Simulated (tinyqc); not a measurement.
Rotating the field: cyclotron resonance of ellipsoidal valleys, Si type.

Valleys along [100], [010], [001] (each with its opposite partner), mass ml along the axis and mt across it. B lies in the (1-10) plane, b = (sin(theta)/sqrt2, sin(theta)/sqrt2, cos(theta)). For the angle phi between B and the axis, 1/mc^2 = cos^2(phi)/mt^2 + sin^2(phi)/(mt ml). Resonance: h nu = 2 muB B/mc, h = 2 pi hbar.

Parameters, chosen for this exercise (out of a larger set: near those of Si; not measured data):
```
symbol  value                        unit     meaning
ml      0.899                        m0       longitudinal mass
mt      0.198                        m0       transverse mass
ths     (0, 10, 25, 35, 55, 70, 90)  degrees  angles
```

mc against theta; [100] and [010] stay equal in this plane.

Cyclotron masses (m0):
```
theta (degrees)   [100]   [001]
0                0.4219  0.1980
10               0.4111  0.2004
25               0.3678  0.2134
35               0.3354  0.2296
55               0.2852  0.2868
70               0.2635  0.3548
90               0.2535  0.4219
```

What does the comparison show, and why?

All valleys give one line at theta = 54.7 degrees, B along [111], with mc = 0.2857. The [001] pair goes from mt to sqrt(ml mt), a factor 2.13; the other four only fall from sqrt(ml mt) to 0.2535, since their angle to B never drops below 45 degrees.

Program tinyqc; command `OMP_NUM_THREADS=1 python tinyqc.py 1251705 1251706 out.jsonl`; about 0.01 s on one thread of a shared Intel(R) Xeon(R) Processor @ 2.30GHz.
